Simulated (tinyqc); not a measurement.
Undoped symmetric double-gate MOSFET, analytic potential model: two steps of the calculation.

An undoped body of thickness ts between two equal insulators and tied gates; long channel, electrons only, n = ni exp((psi - V)/Vt) with V the quasi-Fermi potential (0 at the source, Vd at the drain), constant mobility, no quantisation. Across the body psi(x) = V - 2 Vt ln[(ts/(2 beta)) sqrt(q ni/(2 eps0 eps_r Vt)) cos(2 beta x/ts)], x from the centre. Q is the electron charge per area of the whole body.

Values chosen for this exercise; material values close to those of silicon: temperature T = 300 K; relative permittivity of the semiconductor eps_r = 11.9; body thickness ts = 10 nm; channel mobility mu = 230 cm^2/(V s); gate length L = 0.5 um; gate voltage Vg = 1.07 V; drain voltage Vd = 1 V.

Constants: q = 1.602176634e-19 C, kB = 1.380649e-23 J/K, Vt = kB T/q, eps0 = 8.8541878128e-14 F/cm where lengths are in cm. Results are converted to the units shown.

Problem 1. beta at the source by Newton steps in z = ln(tan beta). With V = 0, t = exp(z), beta = arctan(t): f = ln(beta) + (1/2) ln(1 + t^2) + 2 r beta t - (Vg - V0)/(2 Vt); with c = t/(1 + t^2), df/dz = c/beta + t c + 2 r t (c + beta); z(new) = z - f/(df/dz).

z after iteration 1 = 7.1341860
r = 0.70288462
V0 = 0.52733855 V

Wanted: beta; f; df/dz; z after iteration 2.

Solution 1.

beta = 1.570
f = 2765
df/dz = 2770
z after iteration 2 = 6.136

The value that enters this step is an overshoot, farther from the solution than the start was, so its intermediate quantities are not physical.

Problem 2. Charges and drain current. beta (between 0 and pi/2) solves (Vg - V0 - V)/(2 Vt) = ln(beta) - ln(cos beta) + 2 r beta tan(beta). Q = 8 eps0 eps_r Vt beta tan(beta)/ts; I = mu (1/L)(4 eps0 eps_r/ts)(2 Vt)^2 [g(beta_s) - g(beta_d)] per width, g = beta tan(beta) - beta^2/2 + r beta^2 tan^2(beta), with beta_s at V = 0 and beta_d at V = Vd.

beta_s = 1.3542667
beta_d = 1.4405398e-4
r = 0.70288462

Find: Qs; Qd; g(beta_s); g(beta_d); I.

Solution 2.

Qs = 1341.5 nC/cm^2
Qd = 4.5220e-6 nC/cm^2
g(beta_s) = 31.879
g(beta_d) = 1.0376e-8
I = 165.22 uA/um

The term r beta^2 tan^2(beta), which gives the square law, makes up 83.6 % of g at the source.

Computed by the program tinyqc: `OMP_NUM_THREADS=1 python tinyqc.py 2440047 2440048 out.jsonl`, one thread of a shared Intel Xeon 2.30GHz, about 0.01 s for the whole run.
